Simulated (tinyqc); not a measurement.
# Oxide trap near a transistor channel: two-state multiphonon kinetics, telegraph noise and bias instability, step by step

A worked calculation. Computed by tinyqc, a small Python program that keeps every step. Command: `OMP_NUM_THREADS=1 python tinyqc.py 3005384 3005385 out.jsonl oxidetrap walk`. One thread of a shared host (Intel(R) Xeon(R) Processor @ 2.30GHz), about 0.01 s of CPU time with the checks. Intermediate numbers are printed to about 6 digits and carried at full precision; extremes and crossings named in words are read from the listed rows.

An n-channel device under positive gate bias. The trap is empty (state 1) or holds an electron (state 2); both states are parabolas of equal curvature, and the electron reservoir is taken at the Fermi level of the channel.

Inputs (values chosen for the exercise, with an insulator like Si3N4 on silicon): insulator constant eps_ox = 7.05; insulator thickness t_ox = 6 nm; trap depth x from the interface = 0.69 nm; tunnel barrier phi_b = 2.17 eV; tunnelling mass m_ox = 0.38 m_0; trap level above E_F at zero field E_t = 0.61 eV; relaxation energy E_R = 2.6 eV; oxide field F = 6.4 MV/cm; attempt rate k_0 at the interface = 6e+11 1/s; temperature T = 250 K; channel width W = 200 nm; channel length L = 85 nm; frequency f = 50 Hz; stress time t_s = 0.1 s.

Parts treated: one trap.

Constants: hbar^2/(2 m_0) = 3.80998212 eV angstrom^2; k_B = 8.617333262e-05 eV/K; e = 1.602176634e-19 C; eps_0 = 8.8541878128e-12 F/m.

## Tunnelling factor

kappa = sqrt(2 m_ox phi_b)/hbar = sqrt(m_ox phi_b/(hbar^2/2m_0)); attenuation length lambda = 1/(2 kappa); factor exp(-x/lambda) for a rectangular barrier.

kappa = 4.65222 1/nm

attenuation length lambda = 0.107476 nm

tunnelling factor = 0.00162855

Caution: a field 1.5 times as high comes near the usual breakdown field of such an insulator.

## Barriers and time constants

E_21 = E_t - e F x is the energy of state 2 over state 1; barriers E_c = (E_R + E_21)^2/(4 E_R), E_e = E_c - E_21; tau_c = exp(E_c/k_B T)/(k_0 P), tau_e = exp(E_e/k_B T)/(k_0 P), P the tunnelling factor; occupation f_2 = tau_e/(tau_c + tau_e); 1/tau_0 = 1/tau_c + 1/tau_e.

E_21 = 0.1684 eV

capture barrier E_c = 0.736927 eV

emission barrier E_e = 0.568527 eV

capture time tau_c = 734238 s

emission time tau_e = 295.830 s

occupation f_2 = 4.02745e-04

tau_0 = 295.711 s

The trap is almost always empty at this bias. Caution: at this temperature nuclear tunnelling through such barriers shortens the times below these classical values.

## Step height and noise

Charge-sheet step dV = e (t_ox - x)/(eps_ox eps_0 W L); Lorentzian spectrum S(f) = 4 dV^2 tau_0^2/((tau_c + tau_e)(1 + (2 pi f tau_0)^2)); corner 1/(2 pi tau_0); variance dV^2 f_2 (1 - f_2) = dV^2 tau_0/(tau_c + tau_e).

threshold step dV = 0.801712 mV

corner frequency = 5.38211e-04 Hz

S(f) = 3.54638e-17 V^2/Hz

root-mean-square noise = 0.0160859 mV

f lies above the corner, on the 1/f^2 tail. Random dopants and current percolation, left out here, spread real steps around this value.

## Stress and recovery of one trap

From the zero-field occupation f(0), f(t) = f_2 + (f(0) - f_2) exp(-t/tau_0) under the field; after t_s the field is removed and f relaxes with the zero-field constants.

occupation at zero field = 5.04593e-13

tau_0 at zero field = 0.0485524 s

occupation after stress = 1.36173e-07

half-time of recovery = 0.0336539 s

## Bias dependence of the times

The formulas are those given above.

Against field:
```
F (MV/cm)  E_21 (eV)    tau_c (s)    tau_e (s)          f_2
0.00         0.61000  9.62208e+10  4.85524e-02  5.04593e-13
1.92         0.47752  2.33700e+09  5.52432e-01  2.36385e-10
3.84         0.34504  6.63879e+07  7.35171e+00  1.10739e-07
5.12         0.25672  6.74284e+06  4.50397e+01  6.67959e-06
6.40         0.16840  7.34238e+05  2.95830e+02  4.02745e-04
7.68         0.08008  8.57178e+04  2.08319e+03  2.37263e-02
9.60        -0.05240  3.89604e+03  4.43569e+04  9.19258e-01
```

ln(tau_c/tau_e) falls by e x/k_B T = 3.203 per MV/cm, which measures the depth x if the change of surface potential with bias is left aside. Over these rows tau_c shortens by 7.39 decades and tau_e lengthens by 5.96; the shares differ because E_21 is not small against E_R. The times cross at F = E_t/(e x) = 8.84 MV/cm.

Checks made by the program: detailed balance tau_c/tau_e = exp(E_21/k_B T) (relative difference below 1e-10); the integral of S(f) against the variance (relative difference below 1e-10).
